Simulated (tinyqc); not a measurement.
# Capacitance measurement on a leaky thin oxide: effects of series resistance and leakage: readings against frequency

The device is a capacitance C in parallel with a leakage conductance G, in series with Rs and Ls. An impedance meter reports either a parallel pair (Cp, Gp) from Y = 1/Z = Gp + i w Cp or a series pair (Cs, Rm) from Z = Rm + 1/(i w Cs); w = 2 pi f, dissipation D = Gp/(w |Cp|).

EOT = 3.9 tox/eox; CET = EOT + zc + zp; C = 3.9 eps0 A/CET; G = Jg A/Vs. Z = Rs + i w Ls + 1/(G + i w C); CET read from Cp = 3.9 eps0 A/Cp; errors under 0.001 % are printed as 0.

Inputs (values chosen for the exercise); values of the order met in thin-oxide MOS capacitors: relative permittivity of the gate insulator (close to hafnium oxide) eox = 22.6; insulator thickness tox = 9.9 nm; gate area A = 2500 um^2; oxide-equivalent thickness added by the accumulation layer zc = 0.39 nm; oxide-equivalent thickness added by gate depletion zp = 0 nm; gate leakage current density, not matched to the thickness Jg = 0.0059 A/cm^2; voltage for an e-fold rise of the leakage Vs = 0.36 V; series resistance Rs = 19 ohm; series inductance Ls = 20 nH.

Constants: eps0 = 8.8541878128e-14 F/cm where lengths are in cm. Results are converted to the units shown.

The same in every row: C (pF) = 41.14.

Results:
```
f (Hz)	Cp (pF)	Cs (pF)	D	error of Cp (%)	error of Cs (%)	CET read from Cp (nm)
1000	41.14	144.5	1.585	-1.56e-3	251	2.098
3000	41.14	52.62	0.5284	-1.56e-3	27.9	2.098
10000	41.14	42.17	0.1586	-1.56e-3	2.51	2.098
30000	41.14	41.25	0.05298	-1.56e-3	0.279	2.098
1e5	41.14	41.15	0.01634	-1.55e-3	0.0252	2.098
3e5	41.14	41.14	0.006757	-1.48e-3	3.08e-3	2.098
3e6	41.14	41.15	0.01527	5.96e-3	0.0293	2.098
1e7	41.17	41.27	0.04943	0.0813	0.326	2.097
3e7	41.42	42.38	0.1518	0.690	3.01	2.084
```

Estimate the missing row, f = 1e6 Hz.

Computed row:
```
f (Hz)	Cp (pF)	Cs (pF)	D	error of Cp (%)	error of Cs (%)	CET read from Cp (nm)
1e6	41.14	41.14	0.006497	0	3.50e-3	2.098
```

With this row back in the table: D goes from 1.59 through a minimum of 0.00650 (at f = 1e6 Hz among the rows listed) to 0.152; without inductance its minimum lies at f = sqrt(G (1 + G Rs)/Rs)/(2 pi C) = 5.68e5 Hz. The error of Cp goes from -0.00156 to 0.690 % and that of Cs from 251 to 3.01 %; at low frequency Cp tends to C/(1 + G Rs)^2 and Cs grows as 1 + (G/(w C))^2. One of the two readings is within 2 % of C for f = 1000, 3000, 10000, 30000, 1e5, 3e5, 1e6, 3e6, 1e7, 3e7 Hz. At the highest frequencies Ls raises both readings, by about w^2 Ls C in relative terms. For f = 1000 D exceeds 1, where the accuracy of real meters degrades in proportion to sqrt(1 + D^2).

Program tinyqc, `OMP_NUM_THREADS=1 python tinyqc.py 2022107 2022108 out.jsonl`; Intel Xeon 2.30GHz, shared host, one thread, about 0.01 s.
